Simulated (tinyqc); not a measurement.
Five-level k.p model folded onto the conduction band: sweeps and comparisons. A value that a table varies takes the place of the one given here.

For k along z and one spin sector the level c couples to four states. With c0 = hbar^2/2m0, P = sqrt(Ep c0), P2 = sqrt(Ep2 c0): diagonal Eg + (1 + Cm) c0 k^2 for c, and 0, -Dso, E7 + D2, E7 for lh, so, G8 up, G7 up (their own dispersion is left out); couplings of c: sqrt(2/3) P k to lh, sqrt(1/3) P k to so, sqrt(2/3) P2 k to G8 up, sqrt(1/3) P2 k to G7 up (phases chosen real).

Expanding E = H_cc + S(E) about Eg in powers of k^2, with s_n = sum_j H_cj^2/(Eg - H_jj)^n: order k^2: e2 = (1 + Cm) c0 k^2 + s1; order k^4: e4 = -s2 e2; order k^6: e6 = s3 e2^2 + s2^2 e2.

Second-order sums for the lowest conduction level at E: 1/m = 1 + Cm + (Ep/3)(2/E + 1/(E + Dso)) - (Ep2/3)(2/(E7 + D2 - E) + 1/(E7 - E)); g/2 = 1 + Cg - (Ep/3)(1/E - 1/(E + Dso)) - (Ep2/3)(1/(E7 - E) - 1/(E7 + D2 - E)). E is counted from the top of the valence band; E = Eg at the edge.

Constants: hbar^2/2m0 = 3.80998211 eV angstrom^2.

Inputs chosen for the exercise (near those of GaSb; not measured data):
- Eg = 0.814 eV (gap at Gamma to the s-like level)
- Dso = 0.757 eV (spin-orbit splitting)
- Ep = 27.1 eV (Kane energy)
- E7 = 3.23 eV (upper Gamma7 conduction level, from the valence top)
- D2 = 0.32 eV (its spin-orbit splitting, Gamma8 above Gamma7)
- Ep2 = 1.8 eV (Kane energy to the upper levels)
- Cm = -3.1 (remote term in 1/m)
- Cg = 0 (remote term in g/2)

## How far the series holds

Energies from Eg; Pk/Eg measures the coupling.

Levels (eV):
```
k (1/angstrom)  Pk/Eg  to k^2   to k^4  to k^6   exact
0.0120          0.150  0.0138   0.0136  0.0136  0.0136
0.0275          0.343  0.0725   0.0660  0.0671  0.0669
0.0429          0.536  0.1764   0.1378  0.1541  0.1486
0.0584          0.729  0.3269   0.1944  0.2977  0.2483
0.0738          0.921  0.5221   0.1842  0.6049  0.3572
0.0893          1.115  0.7644   0.0400  1.3606  0.4719
0.1047          1.307  1.0507  -0.3180  3.1123  0.5881
0.1202          1.500  1.3849  -0.9928  6.8610  0.7055
```

Within 2 % of the exact level stay: the k^2 term up to Pk/Eg = 0.15, the sum to k^4 up to Pk/Eg = 0.34, the sum to k^6 up to Pk/Eg = 0.34. In the last row the errors are +679, -1698 and +6156 meV: higher orders make it worse, since the series in k^2 converges only for Pk below about Eg/2 in the two-level limit E = Eg/2 + sqrt(Eg^2/4 + P^2 k^2).

## Mass and g factor above the band edge

The sums are evaluated at E = Eg + dE, as is done for confined or hot electrons.

Results:
```
dE (meV)    m(E)    g(E)  m(E)/m(Eg)  1 + dE/Eg
0         0.0397  -8.753      1.0000     1.0000
20        0.0407  -8.366      1.0248     1.0246
49        0.0422  -7.843      1.0610     1.0602
98        0.0446  -7.048      1.1227     1.1204
147       0.0471  -6.349      1.1850     1.1806
195       0.0496  -5.743      1.2468     1.2396
293       0.0547  -4.702      1.3753     1.3600
```

Over 293 meV the mass grows by 37.5 %, against 36.0 % for two levels alone, and g moves from -8.753 to -4.702, towards the free value 2.

## Six materials (three-level Kane formulas for mass and g factor)

1/m = 1 + (Ep/3)(2/Eg + 1/(Eg + Dso)), g = 2 - (2 Ep/3)(1/Eg - 1/(Eg + Dso)). The inputs are values chosen for the exercise.

Results:
```
case         Eg (eV)  Dso (eV)  Ep (eV)  m (m0)       g   Eg/Ep
A near GaP     2.837     0.081     30.8  0.0851   1.799  0.0921
B near GaSb    0.819     0.771     27.3  0.0345  -8.776  0.0300
C near Ge      0.892     0.293     26.2  0.0358  -2.842  0.0340
D near InP     1.445     0.106     20.7  0.0667   1.347  0.0698
E near GaAs    1.536     0.344     25.3  0.0607  -0.009  0.0607
F near CdTe    1.594     0.923     18.8  0.0881  -0.883  0.0848
```

The mass follows the gap: m/(Eg/Ep) lies between 0.92 and 1.15, while m itself spans a factor of 2.5. The order by mass differs from the order by gap. g is negative for B, C, E and F; it needs Ep Dso > 3 Eg (Eg + Dso). Where g is small, two larger terms cancel: 5 % in Ep moves g by (2 - g)/20, and the levels left out move it by tenths. Remote bands, left out here, make real masses heavier, by up to a half in the wider-gap crystals. All rows are for the Gamma valley, which is not the lowest one in GaP and Ge.

## What each parameter does

Mass and g at E = Eg. Each row changes one parameter from the base and keeps the others.

Results:
```
case             m (m0)        g
base            0.03975  -8.7529
Eg = 0.895 eV   0.04377  -7.3119
Dso = 0.681 eV  0.03929  -8.1683
Ep = 24.39 eV   0.04472  -7.6834
E7 = 2.907 eV   0.03990  -8.7708
D2 = 0.288 eV   0.03976  -8.7477
Ep2 = 1.98 eV   0.03986  -8.7587
```

The largest shifts from the base row, up to three for each result and ties (the steps differ in size, so this ranks the rows, not the parameters). m (m0): Ep +0.00497, Eg +0.00402, Dso -0.00046. g: Eg +1.4410, Ep +1.0695, Dso +0.5846.

Program tinyqc; command `OMP_NUM_THREADS=1 python tinyqc.py 1080294 1080295 out.jsonl`; about 0.01 s on one thread of a shared Intel(R) Xeon(R) Processor @ 2.30GHz.
